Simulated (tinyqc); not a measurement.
UHF in the 6-311g basis, for H2, spin multiplicity 1, step by step. One step of it, computed by the program tinyqc.

Task: Iteration 1: diagonalisation and new density. Diagonalise F' = X^T F X, C = X C', fill 1 alpha and 1 beta electrons from the bottom; D(s) = C_occ C_occ^T; the new density keeps 0.5 of the old one (damping). Each column has its largest component positive (the first on a tie).

F(alpha) (hartree), lower triangle:
```
           1H 1s      1H 2s      1H 3s      2H 1s      2H 2s      2H 3s
1H 1s   0.535205
1H 2s  -0.445037  -0.408208
1H 3s  -0.469602  -0.450525  -0.349439
2H 1s  -0.122641  -0.177657  -0.178186   0.811793
2H 2s  -0.275992  -0.304235  -0.264654  -0.123370  -0.045866
2H 3s  -0.331020  -0.365431  -0.290238  -0.227867  -0.197888  -0.195619
```

F(beta) (hartree), lower triangle:
```
           1H 1s      1H 2s      1H 3s      2H 1s      2H 2s      2H 3s
1H 1s   0.811793
1H 2s  -0.123370  -0.045866
1H 3s  -0.227867  -0.197888  -0.195619
2H 1s  -0.122641  -0.275992  -0.331020   0.535205
2H 2s  -0.177657  -0.304235  -0.365431  -0.445037  -0.408208
2H 3s  -0.178186  -0.264654  -0.290238  -0.469602  -0.450525  -0.349439
```

X, lower triangle:
```
           1H 1s      1H 2s      1H 3s      2H 1s      2H 2s     2H 3s
1H 1s   1.373489
1H 2s  -0.746734   2.124686
1H 3s   0.205883  -1.014073   2.099299
2H 1s   0.030065   0.031000  -0.055008   1.373489
2H 2s   0.031000  -0.254824   0.197297  -0.746734   2.124686
2H 3s  -0.055008   0.197297  -0.872264   0.205883  -1.014073  2.099299
```

D(alpha) at the start, lower triangle:
```
           1H 1s      1H 2s      1H 3s      2H 1s     2H 2s     2H 3s
1H 1s   0.002502
1H 2s  -0.028970   0.335449
1H 3s  -0.018356   0.212545   0.134671
2H 1s   0.011234  -0.130080  -0.082421   0.050443
2H 2s  -0.006848   0.079291   0.050240  -0.030748  0.018742
2H 3s  -0.007066   0.081820   0.051842  -0.031728  0.019340  0.019957
```

D(beta) at the start, lower triangle:
```
           1H 1s      1H 2s      1H 3s      2H 1s     2H 2s     2H 3s
1H 1s   0.050443
1H 2s  -0.030748   0.018742
1H 3s  -0.031728   0.019340   0.019957
2H 1s   0.011234  -0.006848  -0.007066   0.002502
2H 2s  -0.130080   0.079291   0.081820  -0.028970  0.335449
2H 3s  -0.082421   0.050240   0.051842  -0.018356  0.212545  0.134671
```

overlap S, lower triangle:
```
          1H 1s     1H 2s     1H 3s     2H 1s     2H 2s     2H 3s
1H 1s  1.000000
1H 2s  0.706377  1.000000
1H 3s  0.373664  0.788963  1.000000
2H 1s  0.033813  0.176327  0.224570  1.000000
2H 2s  0.176327  0.417076  0.518764  0.706377  1.000000
2H 3s  0.224570  0.518764  0.759014  0.373664  0.788963  1.000000
```

Give: F' = X^T F X; orbital energies; coefficients C; F' = X^T F X; orbital energies; coefficients C; D(alpha) after iteration 1; D(beta) after iteration 1.

Result:

F' = X^T F X (alpha) (hartree), lower triangle:
```
         1        2        3        4        5       6
1   1.5638
2  -1.1809   0.7363
3  -0.0181  -0.4532   0.1013
4   0.0835  -0.0391  -0.0641   1.6881
5  -0.0936  -0.1841   0.0007  -1.0327   0.9604
6  -0.1180  -0.0482  -0.1427   0.0608  -0.3311  0.1735
```

orbital energies (alpha) (hartree): MO1 -0.5161, MO2 0.0635, MO3 0.3269, MO4 0.4600, MO5 2.4051, MO6 2.4841

coefficients C (alpha):
```
          MO1      MO2      MO3      MO4      MO5      MO6
1H 1s  0.1676  -0.0804  -0.0801   0.0769  -1.2282  -0.9675
1H 2s  0.4570  -0.1336  -1.0912   0.8980   1.7386   0.9791
1H 3s  0.3614  -0.9289   1.2852  -1.5596  -1.0413  -0.3444
2H 1s  0.0462   0.1579  -0.0405  -0.1324   0.9548  -1.2384
2H 2s  0.0888   0.1813  -0.7006  -1.3140  -1.4279   1.3813
2H 3s  0.0844   1.1991   0.4933   1.8474   0.9171  -0.5817
```

F' = X^T F X (beta) (hartree), lower triangle:
```
         1        2        3        4        5       6
1   1.6881
2  -1.0327   0.9604
3   0.0608  -0.3311   0.1735
4   0.0835  -0.0936  -0.1180   1.5638
5  -0.0391  -0.1841  -0.0482  -1.1809   0.7363
6  -0.0641   0.0007  -0.1427  -0.0181  -0.4532  0.1013
```

orbital energies (beta) (hartree): MO1 -0.5161, MO2 0.0635, MO3 0.3269, MO4 0.4600, MO5 2.4051, MO6 2.4841

coefficients C (beta):
```
          MO1      MO2      MO3      MO4      MO5      MO6
1H 1s  0.0462   0.1579  -0.0405  -0.1324   0.9548  -1.2384
1H 2s  0.0888   0.1813  -0.7006  -1.3140  -1.4279   1.3813
1H 3s  0.0844   1.1991   0.4933   1.8474   0.9171  -0.5817
2H 1s  0.1676  -0.0804  -0.0801   0.0769  -1.2282  -0.9675
2H 2s  0.4570  -0.1336  -1.0912   0.8980   1.7386   0.9791
2H 3s  0.3614  -0.9289   1.2852  -1.5596  -1.0413  -0.3444
```

D(alpha) after iteration 1, lower triangle:
```
        1H 1s    1H 2s    1H 3s    2H 1s   2H 2s   2H 3s
1H 1s  0.0153
1H 2s  0.0238   0.2721
1H 3s  0.0211   0.1889   0.1327
2H 1s  0.0095  -0.0545  -0.0329   0.0263
2H 2s  0.0040   0.0599   0.0412  -0.0133  0.0133
2H 3s  0.0035   0.0602   0.0412  -0.0139  0.0134  0.0135
```

D(beta) after iteration 1, lower triangle:
```
         1H 1s   1H 2s   1H 3s   2H 1s   2H 2s   2H 3s
1H 1s   0.0263
1H 2s  -0.0133  0.0133
1H 3s  -0.0139  0.0134  0.0135
2H 1s   0.0095  0.0040  0.0035  0.0153
2H 2s  -0.0545  0.0599  0.0602  0.0238  0.2721
2H 3s  -0.0329  0.0412  0.0412  0.0211  0.1889  0.1327
```
